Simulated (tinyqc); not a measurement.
What moves the results: strain-driven crossing of the Gamma and L valleys in a germanium-like crystal alloyed with tin. A value that a table varies takes the place of the one given here.

Biaxial loads: e0 is the in-plane strain e_par and the normal is free. (001): e_perp = -2 (C12/C11) e_par; exx = eyy = e_par, ezz = e_perp, no shear. (111): e_perp = -(2 C11 + 4 C12 - 4 C44)/(C11 + 2 C12 + 4 C44) e_par; exx = eyy = ezz = (2 e_par + e_perp)/3 and exy = eyz = ezx = (e_perp - e_par)/3. (110): e_perp = -(C11 + 3 C12 - 2 C44)/(C11 + C12 + 2 C44) e_par; exx = eyy = (e_par + e_perp)/2, ezz = e_par, exy = (e_perp - e_par)/2, eyz = ezx = 0. Uniaxial loads: a stress along n, scaled so that n.e.n = e0, with exx = s11 sxx + s12 (syy + szz), exy = s44 sxy/2, s11 = (C11 + C12)/((C11 - C12)(C11 + 2 C12)), s12 = -C12/((C11 - C12)(C11 + 2 C12)), s44 = 1/C44.

Edges from the unstrained valence top: Gamma at Eg + ac tr(e); an L valley with unit axis u at EgL + aL tr(e) + XuL (u.e.u - tr(e)/3), u along [111], [1-1-1], [-11-1], [-1-11]; valence edges are the levels of the 6 x 6 matrix of X, Y, Z times spin with -Dso/3 + l exx + m (eyy + ezz) on the diagonal (cyclic), n exy off it, l = av + 2 b, m = av - b, n = sqrt(3) d. Spin-orbit term (Dso/3) L.sigma on X, Y, Z with (L_k)_ij = -i epsilon_kij: <X+|H|Y+> = -i Dso/3, <X+|H|Z-> = Dso/3, <Y+|H|Z-> = -i Dso/3, <Z+|H|X-> = -Dso/3, <Z+|H|Y-> = i Dso/3, <X-|H|Y-> = i Dso/3, and their conjugates; + and - are the spin along z.

With tin the unstrained gaps become E(y) = (1 - y) E + y EgS - CS y (1 - y); all other values are kept.
Constants: kB = 8.617333262e-05 eV/K.

Values chosen for the exercise (near those of Ge, gaps at low temperature; the results hold for these values, not for the real material): Eg = 0.907 eV (gap at Gamma to the s-like level); EgL = 0.742 eV (gap to L); Dso = 0.289 eV (spin-orbit splitting); ac = -8.28 eV (conduction deformation potential); av = 1.24 eV (valence hydrostatic potential); b = -2.59 eV (tetragonal shear potential); d = -5.23 eV (trigonal shear potential); aL = -1.74 eV (hydrostatic potential of the L edge, Xd + Xu/3); XuL = 16.89 eV (uniaxial potential, L); y = 0.036 (tin fraction); EgS = (-0.401, 0.128) eV (Gamma and L gaps of the tin end); CS = (2.68, 1.04) eV (bowing of the Gamma and L gaps); C11 = 130.3 GPa; C12 = 48.2 GPa; C44 = 66.1 GPa; load = biaxial (110) (kind of strain); mG = 0.039 m0 (mass at Gamma); mL = 0.581 m0 (density-of-states mass of the four L valleys together); T = 300 K (temperature); e0 = -0.0176 (size of the strain).

## Which strain makes the gap direct

For tension the difference Gamma minus lowest L is linear in e0; slope per 1 % and the e0 at which it vanishes (a dash: no crossing below 15 %), with the gap there.

Results:

| load | slope (meV per 1 %) | crossing e0 (%) | gap at the crossing (eV) |
|---|---|---|---|
| biaxial (001) | -82.4 | 1.01 | 0.589 |
| biaxial (110) | -18.6 | 4.47 | -0.198 |
| biaxial (111) | 50.3 | - | - |
| uniaxial [100] | -30.1 | 2.76 | 0.555 |
| uniaxial [111] | -0.7 | - | - |
| uniaxial [110] | 18.9 | - | - |

The smallest strain is needed for biaxial (001) (1.01 %), then uniaxial [100] (2.76 %). No crossing below 15 % is found for biaxial (111), uniaxial [111] and uniaxial [110]: shear splits the L valleys and pulls the lowest down nearly as fast as, or faster than, Gamma. Loads without off-diagonal strain, (001) and [100], gain (ac - aL) tr(e) = -65 meV per 1 % of volume. Crossings beyond about 3 % are sensitive to second-order terms, left out here. For uniaxial [111] the slope is a near cancellation, so terms beyond this linear model decide. A gap at or below zero marks a crossing beyond the range of this linear model.

## Sweep of a biaxial (110) strain

The valence splitting is the distance of the top two edges. Share in Gamma = mG^(3/2)/(mG^(3/2) + (mL^(3/2)/4) sum_i exp(-(E_Li - E_Gamma)/kT)).

Results:

| e0 (%) | direct gap (eV) | indirect gap (eV) | Gamma - L (meV) | valence splitting (meV) | share in Gamma (%) |
|---|---|---|---|---|---|
| -0.72 | 0.842 | 0.627 | 215 | 54 | 0.000848 |
| -0.27 | 0.795 | 0.663 | 132 | 22 | 0.0175 |
| 0.17 | 0.734 | 0.654 | 80 | 15 | 0.118 |
| 0.62 | 0.645 | 0.574 | 72 | 57 | 0.214 |
| 1.06 | 0.555 | 0.491 | 63 | 102 | 0.298 |
| 1.51 | 0.459 | 0.404 | 55 | 150 | 0.413 |
| 1.95 | 0.364 | 0.317 | 47 | 199 | 0.565 |
| 2.40 | 0.265 | 0.227 | 38 | 251 | 0.780 |

The gap stays indirect over the sweep. This load splits the L valleys, and the lowest set changes where e0 changes sign, which bends the column Gamma - L. The direct gap goes from 0.842 to 0.265 eV; of that change -0.119 eV comes from the rise of the valence top through the shear terms and the rest from the volume. The share in Gamma goes from 0.000848 to 0.780 %.

## What each parameter does

Direct gap, Gamma minus the lowest L edge and the valence splitting. Each row changes one parameter from the base and keeps the others.

Results:

| case | direct gap (eV) | Gamma - L (meV) | valence splitting (meV) |
|---|---|---|---|
| base | 0.9498 | 405.0 | 107.1 |
| d = -6.0145 eV | 0.9395 | 405.0 | 117.1 |
| Dso = 0.33235 eV | 0.9498 | 405.0 | 112.6 |
| b = -2.2015 eV | 0.9509 | 405.0 | 107.5 |
| ac = -7.038 eV | 0.9161 | 371.4 | 107.1 |
| C44 = 56.185 GPa | 0.9279 | 403.4 | 111.5 |
| aL = -2.001 eV | 0.9498 | 398.0 | 107.1 |
| e0 = -0.01496 | 0.9224 | 356.8 | 96.4 |

The largest shifts from the base row, up to three for each result and ties (the steps differ in size, so this ranks the rows, not the parameters). direct gap (eV): ac -0.0337, e0 -0.0274, C44 -0.0218; unchanged at the printed digits by Dso and aL. Gamma - L (meV): e0 -48.3, ac -33.7, aL -7.1; unchanged at the printed digits by d, Dso and b. valence splitting (meV): e0 -10.7, d +10.0, Dso +5.5; unchanged at the printed digits by ac and aL.

Program tinyqc; command `OMP_NUM_THREADS=1 python tinyqc.py 1051066 1051067 out.jsonl`; about 0.01 s on one thread of a shared Intel(R) Xeon(R) Processor @ 2.30GHz.
